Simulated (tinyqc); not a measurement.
Trap density from two Hall measurements.

Problem. p-type body, charge-sheet picture, full ionisation (an idealisation for deep acceptors), Boltzmann statistics for free electrons. e = Ec - EF at the surface. psi = Eg - Vt ln(Nv/Na) - e; N_dep = sqrt(2 eps0 eps_r Na (psi - Vt)/q); n_f = sqrt(N_dep^2 + 2 eps0 eps_r Vt Nc exp(-e/Vt)/q) - N_dep; Vg = Vfb + psi + q (N_dep + n_t + n_f)/Cox, Cox = eps0 eox/tox. Find e and n_t at both points and the mean trap density between them.

Parameters, values chosen for the exercise; band and dielectric values close to those of 4H silicon carbide:
```
symbol,value,unit,meaning
T,250,K,temperature
Eg,3.26,eV,band gap
eps_r,9.88,,relative permittivity
Nc,1.32e19,cm^-3,conduction-band density of states at T
Nv,1.89e19,cm^-3,valence-band density of states at T
eox,3.9,,relative permittivity of the insulator
tox,27,nm,insulator thickness
Na,1.7e17,cm^-3,acceptor density
Vfb,-2.67,V,flat-band voltage without trapped charge
```

Constants: q = 1.602176634e-19 C, kB = 1.380649e-23 J/K, Vt = kB T/q, eps0 = 8.8541878128e-14 F/cm where lengths are in cm. Results are converted to the units shown.

Vg (V): 3.4851092  3.9816484
free sheet density from the Hall effect (cm^-2): 4.9520575e8  1.1875493e11

Solution. Each n_f fixes e; what the gate voltage holds beyond psi, N_dep and n_f is trapped; the difference quotient is the density, smeared over a few Vt.

e (eV): 0.155  0.0360
n_t (cm^-2): 1.62e11  2.99e11
mean trap density = 1.15e12 cm^-2 eV^-1

Numbers from tinyqc (`OMP_NUM_THREADS=1 python tinyqc.py 2222110 2222111 out.jsonl`; about 0.02 s on one thread of a shared Intel Xeon 2.30GHz).
